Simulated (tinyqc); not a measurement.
# Bulk resistivity and mean free path from two films

Question. In the thick-film limit single-crystal films obey rho = rho0 (1 + 3 (1 - ps) lam/(8 d)). Find rho0, lam and the product rho0 lam.

Parameters, values chosen for the exercise: specular share of surface scattering ps = 0.

rho at d = 34 and 85 nm (uohm cm): [6.0766507, 5.5326603]

Solution. rho is a straight line in 1/d: the intercept is rho0 and the slope (3/8)(1 - ps) rho0 lam. Without ps only the product (1 - ps) lam could be found.

rho0 = 5.17 uohm cm
lam = 15.9 nm
rho0 lam = 82.2 uohm cm nm

Program tinyqc, `OMP_NUM_THREADS=1 python tinyqc.py 2100113 2100114 out.jsonl`; Intel Xeon 2.30GHz, shared host, one thread, about 0.01 s.
